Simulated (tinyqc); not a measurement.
Two regimes over temperature: microkinetic model of low-temperature epitaxy from hydride gases: adsorption, hydrogen desorption and rate control. Computed by tinyqc, a small Python program. Command: `OMP_NUM_THREADS=1 python tinyqc.py 3018017 3018018 out.jsonl hepi walk`. One thread of a shared host (Intel(R) Xeon(R) Processor @ 2.30GHz), about 0.01 s of CPU time with the checks.

Each hydride molecule needs two free sites and leaves four hydrogen atoms, of which two leave at once as H2; theta is the hydrogen coverage, the site density is 6.78 per nm^2 and one layer is 1.358 angstrom thick.

Inputs (values chosen for the exercise, close to those used for silane and germane, with second-order desorption as on Si(111) but the site density of Si(001)):
```
quantity                                           value  unit
silane pressure p_S                                0.014    Pa
sticking prefactor of silane s0                     0.12     -
adsorption barrier E_s                              0.29    eV
desorption prefactor nu_d                        8.6e+11   1/s
desorption energy on silicon E_d                    2.19    eV
hydrogen carrier pressure p_H                          0    Pa
sticking of hydrogen s_H                         4.8e-07     -
germane pressure p_G                             0.00036    Pa
sticking ratio of germane to silane r_G              4.7     -
lowering of E_d per unit germanium fraction, dE     0.48    eV
```

Film: silicon-germanium. Order of hydrogen desorption: second.

Constants: k_B = 8.617333262e-05 eV/K; u = 1.6605390666e-27 kg; k_B = 1.380649e-23 J/K.

Method:
- Flux per site F = p/(sqrt(2 pi M k_B T) x 6.78e18 per m^2), M = 32.12 u (silane), 76.63 u (germane), 2.016 u (hydrogen); s = s0 exp(-E_s/(k_B T)); k_S = s F_S, k_G = r_G s F_G; germanium fraction x = k_G/(k_S + k_G); k = k_S + k_G; k_H = s_H F_H; k_d = nu_d exp(-(E_d - dE x)/(k_B T)).
- With k the hydride and k_H the hydrogen adsorption rate on free pairs and k_d the desorption rate, steady state: 2 (k + k_H)(1 - theta)^2 = k_d theta^2; growth rate R = k (1 - theta)^2 layers/s; 1 layer/s = 8.148 nm/min.
- Temperatures in kelvin are T(C) + 273.15.
- Limits: desorption-limited R = k_d k/(2 (k + k_H)), adsorption-limited R = k.

Growth:
```
T (C)    theta  G (nm/min)  desorption limit (nm/min)  adsorption limit (nm/min)
400    0.96972  2.4120e-04                 2.5650e-04                     0.2630
450    0.91189  2.7836e-03                 3.3475e-03                     0.3585
500    0.79452  1.9782e-02                 3.1337e-02                     0.4685
550    0.61927  8.5735e-02                 2.2356e-01                     0.5915
600    0.43017  2.3566e-01                 1.2735e+00                     0.7258
650    0.27560  4.5637e-01                 6.0083e+00                     0.8697
700    0.17053  7.0284e-01                 2.4170e+01                     1.0215
750    0.10547  9.4397e-01                 8.4861e+01                     1.1797
800    0.06644  1.1702e+00                 2.6504e+02                     1.3426
850    0.04299  1.3821e+00                 7.4798e+02                     1.5090
```

What does the comparison show, and why?

The apparent activation energy of G is 2.05 eV between the first rows and 0.35 eV between the last; full hydrogen cover gives a value near the desorption energy (plus E_s where k_H far exceeds k), a bare surface one near E_s less k_B T/2 from the flux. The coverage passes one half between 550 and 600 C, the knee of the Arrhenius plot.

Extremes, crossings and ranges named in words are read from the listed rows.
